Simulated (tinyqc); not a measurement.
From results back to parameters: defect-molecule model of a vacancy with Jahn-Teller distortion. Two cases, with inputs chosen for the exercise.

Problem. With et the undistorted t2 level, Uc the repulsion of two electrons, I the Jahn-Teller coupling and k the force constant, the levels above Ev are E(2+/+) = et - E_JT, E(+/0) = et - 3 E_JT + Uc, the Stokes shift of the first transition is 2 E_JT, E_JT = 2 I^2/k and the distortion of the + state is 2 I/k. The values below come from hidden parameters.

Case 1.

levels (eV): (2+/+) 0.11821, (+/0) 0.06464

Stokes shift = 0.283574 eV
distortion of + = 0.152459 angstrom

Case 2.

levels (eV): (2+/+) 0.13360, (+/0) 0.04080

Stokes shift = 0.352800 eV
distortion of + = 0.168000 angstrom

Find: et, Uc; I; k.

Solution. E_JT is half the Stokes shift; et = E(2+/+) + E_JT; Uc = E(+/0) - E(2+/+) + 2 E_JT; with Q the distortion, I = E_JT/Q and k = 2 E_JT/Q^2.

Case 1.

et, Uc (eV): 0.260  0.230

I = 0.93 eV/angstrom
k = 12.2 eV/angstrom^2

Case 2.

et, Uc (eV): 0.310  0.260

I = 1.05 eV/angstrom
k = 12.5 eV/angstrom^2

Computed by tinyqc, one run a case: `OMP_NUM_THREADS=1 python tinyqc.py N N+1 out.jsonl` with N = 1481520, 1481547; one thread of a shared Intel(R) Xeon(R) Processor @ 2.30GHz, about 0.01 s a run at most.
